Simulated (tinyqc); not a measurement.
Double-gate transistor, scale length and short-channel effects: one step of the calculation.

A body of thickness ts between two insulators of thickness ti and two tied gates. Below threshold the potential that source and drain add obeys Laplace's equation and vanishes on the gate. Its lowest mode decays along the channel as exp(-k y); k is the smallest positive root of the matching condition at the interface, and the scale length is Lambda = pi/k.

Question. Decay constant by Newton steps. f(k) = ei cos(k ti) cos(k ts/2) - eps_r sin(k ti) sin(k ts/2); f' by a central difference with +/- 1e-5 1/nm; k(new) = k - f/f'.

Values chosen for this exercise; permittivities: semiconductor made up, insulator close to that of silicon dioxide: relative permittivity of the semiconductor eps_r = 14.7; relative permittivity of the insulator ei = 4.07; insulator thickness ti = 2.1 nm; body thickness ts = 11.7 nm.

k at the start = 0.1125 1/nm

Wanted: f; f'; k after iteration 1.

Answer.

f = 1.026
f' = -50.02 nm
k after iteration 1 = 0.1330 1/nm

Numbers from tinyqc (`OMP_NUM_THREADS=1 python tinyqc.py 2420164 2420165 out.jsonl`; about 0.01 s on one thread of a shared Intel Xeon 2.30GHz).
